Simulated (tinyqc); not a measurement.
Inside a calculation. Model: a discretised effective-mass wire between two leads, recursive Green functions.

Program tinyqc, `OMP_NUM_THREADS=1 python tinyqc.py 2660011 2660012 out.jsonl`; Intel Xeon 2.30GHz, shared host, one thread, about 0.01 s. Printed values are rounded.

Finite differences on a grid of step a give a chain with hopping -t, t = C/(m a^2), C = hbar^2/(2 m0), and site energies 2 t + U_i for the N = 5 sites of the device; the semi-infinite leads have site energy 2 t. Each slice is one site, and V = -t couples neighbouring slices.

Values chosen for this exercise: effective mass m = 0.025 m0; grid step a = 0.84 nm; potential on the sites 1 to N U = [0, 1.05, 1.4, 1.05, 0] eV; energy above the band bottom of the leads E = 0.361 eV.

Constants: q = 1.602176634e-19 C, hbar = 1.054571817e-34 J s, h = 6.62607015e-34 J s, m0 = 9.1093837015e-31 kg, hbar^2/(2 m0) = 0.0380998212 eV nm^2. Results are converted to the units shown.

## Self-energy of the leads

Sigma = t^2 g(E - 2 t), g(x) = (x - i sqrt(4 t^2 - x^2))/(2 t^2) for |x| < 2 t and (x - sign(x) sqrt(x^2 - 4 t^2))/(2 t^2) otherwise; Gamma = i (Sigma - Sigma^dagger); both leads give the same.

t = 2.15985 eV
Sigma = -1.97935-0.86437i eV
Gamma = 1.72873 eV
open modes = 1

## Forward pass

Forward pass: g_1 = (E - H_1 - Sigma)^(-1), g_i = (E - H_i - V g_(i-1) V^dagger)^(-1), with Sigma also subtracted on the last slice; G_(i,1) = g_i V G_(i-1,1), starting from g_1. H_i is the block of slice i, its site energy.

| site | g_i (1/eV) | G_(i,1) of the forward pass (1/eV) |
|---|---|---|
| 1 | -0.424302-0.185289i | -0.424302-0.185289i |
| 2 | -0.305252-0.087097i | -0.244886-0.201979i |
| 3 | -0.251466-0.025967i | -0.121677-0.123436i |
| 4 | -0.260454-0.008226i | -0.066256-0.071599i |
| 5 | -0.546289-0.645201i | 0.021601-0.176810i |

## Transmission

G_(N,1) = 0.021601-0.176810i 1/eV

T(E) = Tr[Gamma G_(N,1) Gamma G_(N,1)^dagger]. Conductance (2 q^2/h) T(E).

T(E) = 0.0948209
conductance = 7.34681 uS

Inverting the whole matrix gives the same value.

## Backward pass

Backward pass: G_NN = g_N, G_ii = g_i + g_i V^dagger G_(i+1,i+1) V g_i; local density of states -Im G_ii/pi on each site.

| site | G_ii (1/eV) | local density of states (1/eV) |
|---|---|---|
| 1 | -0.546289-0.645201i | 0.205374 |
| 2 | -0.420261-0.223118i | 0.071021 |
| 3 | -0.360525-0.116686i | 0.037142 |
| 4 | -0.420261-0.223118i | 0.071021 |
| 5 | -0.546289-0.645201i | 0.205374 |

A site of an infinite clean chain has 1/(pi sqrt(4 t^2 - x^2)) = 0.184 1/eV at this energy (x counted from the band centre); the device goes from 0.0371 (site 3) to 0.205 (site 1).

## States fed from the left, and the bond current

The full first column follows backwards from c_N = G_(N,1): c_i = G_(i,1)(forward) + g_i V^dagger c_(i+1). The density of states fed by the left lead is Gamma |c_i|^2/(2 pi), and the current on bond i is 2 t Gamma Im(c_(i+1) conj(c_i)) in units of T(E).

| site | c_i (1/eV) | density fed from the left (1/eV) |
|---|---|---|
| 1 | -0.546289-0.645201i | 0.196644 |
| 2 | -0.295848-0.372658i | 0.062291 |
| 3 | -0.139784-0.218995i | 0.018571 |
| 4 | -0.050963-0.170679i | 0.008730 |
| 5 | 0.021601-0.176810i | 0.008730 |

bond current, bond 1 to 4: [0.0948209, 0.0948209, 0.0948209, 0.0948209]

The bond current is the same on every bond and equals T(E): the current is conserved.
